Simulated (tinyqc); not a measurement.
Thinning the film: dielectric confinement in a thin film (image charges).

A film |z| < t/2 of dielectric constant eps between half-spaces of dielectric constant e2; lam = (eps - e2)/(eps + e2), q = e^2/(4 pi eps0). The self-energy of a band edge is taken with the high-frequency value, e2 = eh, and the field of a fixed ion with the static one, e2 = eo. A charge at z has images lam^|n| at n t + (-1)^n z. Its self-energy is S(z) = (q/2 eps) sum over n >= 1 of lam^n [1/(n t - 2z) + 1/(n t + 2z)] for odd n and 2 lam^n/(n t) for even n; at the centre S(0) = -(q/(eps t)) ln(1 - lam).

Donor at the centre, lam from the static eo, trial function cos(pi z/t) exp(-rho/l): E(l) = c/(m l^2) - (q/eps) times the integral over k of F(k t) (1 + (k l/2)^2)^(-3/2), with F(x) = F0 + 2 lam exp(-x) G/(1 - lam exp(-x)), F0 = 2[(1 - exp(-x/2))/x + x (1 + exp(-x/2))/(x^2 + 4 pi^2)], G = 2 sinh(x/2)[1/x - x/(x^2 + 4 pi^2)]; c = hbar^2/2m0. The binding energy is -E at the minimum, counted from the subband edge with its self-energy.

Constants: e^2/(4 pi eps0) = 14.39964547 eV angstrom; hbar^2/2m0 = 3.80998211 eV angstrom^2; Ry = 13.60569312 eV.

Inputs chosen for the exercise (near those of a Ge film between layers of Si3N4; not measured data): eps = 16.4 (dielectric constant of the film); eh = 3.9 (high-frequency dielectric constant outside); eo = 7.7 (static dielectric constant outside); m = 0.154 m0 (mass in the plane); mz = 0.124 m0 (mass across the film); ts = (10, 15, 22, 32, 48, 70, 100) angstrom (thicknesses).

<S> is the mean over (2/t) cos^2(pi z/t); confinement c (pi/t)^2/mz; donor binding with and without images.

Results:
```
t (angstrom)  <S> (meV)  confinement (meV)  binding, no images (meV)  binding (meV)  l (angstrom)
10                 95.9             3032.5                      26.5           65.1          24.7
15                 64.0             1347.8                      25.0           55.4          27.6
22                 43.6              626.5                      23.2           47.0          30.9
32                 30.0              296.1                      21.3           39.4          34.8
48                 20.0              131.6                      18.9           32.2          39.7
70                 13.7               61.9                      16.7           26.4          45.1
100                 9.6               30.3                      14.6           21.7          51.1
```

What does the comparison show, and why?

Between 100 and 10 angstrom the binding goes from 21.7 to 65.1 meV; quantum confinement alone would take it from 14.6 to 26.5, so the images supply +7.2 and +38.5 meV. |<S>| goes as 1/t and exceeds the confinement energy beyond 316 angstrom. Hard-wall energies above 300 meV (up to t = 22 angstrom) overstate the confinement: walls are finite and valleys non-parabolic.

tinyqc: `OMP_NUM_THREADS=1 python tinyqc.py 1281921 1281922 out.jsonl`; about 0.08 s, one thread, shared Intel(R) Xeon(R) Processor @ 2.30GHz.
